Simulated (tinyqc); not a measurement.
Errors against cell size: correction of a charged-defect supercell by a model charge and potential alignment (plane-averaged potentials). Computed by tinyqc, a small Python program. Command: `OMP_NUM_THREADS=1 python tinyqc.py 3112592 3112593 out.jsonl align walk`. One thread of a shared host (Intel(R) Xeon(R) Processor @ 2.30GHz), about 0.01 s of CPU time with the checks.

The "true" defect charge is (1 - x) q in a Gaussian of width sigma plus x q in one of width sigma_t, so the exact answer is known; the correction sees only a single model Gaussian of width sigma_m. A Gaussian of width s has the transform rho(G) = exp(-G^2 s^2/2), normalised to 1. A uniform background cancels q, so G = 0 is left out. Potentials are those felt by a unit positive charge. E_0 is the formation energy of the isolated defect, E_cell its value in the supercell, E_lat = E_iso - E_per of the model charge, C the true less the model potential far from the defect; the exact correction is E_0 - E_cell, and the error of a scheme is E_cell plus its correction less E_0.

Inputs (values chosen for the exercise, with screening close to that of GaAs):

| quantity | value | unit |
|---|---|---|
| defect charge q | -2 | e |
| dielectric constant eps | 12.6 | - |
| edge of the cubic cell L | 10.6 | angstrom |
| width sigma of the true defect charge | 0.85 | angstrom |
| width sigma_m of the model charge | 0.69 | angstrom |
| share x of the charge in a wide tail | 0.28 | - |
| width sigma_t of the tail | 1.6 | angstrom |

Constants: e^2/(4 pi eps_0) = 14.39964548 eV angstrom.

Method:
- Periodic energy E_per = (2 pi q^2/(eps L^3)) (e^2/(4 pi eps_0)) sum_(G != 0) rho(G)^2/G^2, G = (2 pi/L)(n1, n2, n3), |n_i| <= 16. Isolated energy: two Gaussians of charges q_a, q_b and widths a, b interact by q_a q_b (e^2/(4 pi eps_0 eps)) sqrt(2/pi)/sqrt(a^2 + b^2), and the self-energy is half the sum over pairs.
- Plane-averaged potential at distance z from the defect: V(z) = (4 pi q/(eps L^3)) (e^2/(4 pi eps_0 e)) sum_(m != 0) rho(G_m) cos(G_m z)/G_m^2, G_m = 2 pi m/L, |m| <= 40.
- Schemes: none; point-charge term alpha q^2 e^2/(4 pi eps_0 eps 2 L), alpha = 2.837297; E_lat of the model; E_lat - q C with C at z = L/2.

Error against E_0 (meV):

| L (angstrom) | none | point charge | model charge | model and alignment |
|---|---|---|---|---|
| 7.42 | -787.21 | 86.789 | 53.315 | 3.0584 |
| 9.01 | -671.20 | 48.567 | 29.871 | 0.4493 |
| 10.60 | -581.97 | 29.831 | 18.350 | 0.0553 |
| 12.70 | -493.29 | 17.345 | 10.669 | 0.0026 |

What follows from these numbers?

Between the last two rows the uncorrected error scales as L^-0.91 and the point-charge remainder as L^-3.00. With alignment the error is +3.1 meV in the smallest cell and 0.00 meV in the largest.

Extremes, crossings and ranges named in words are read from the listed rows.
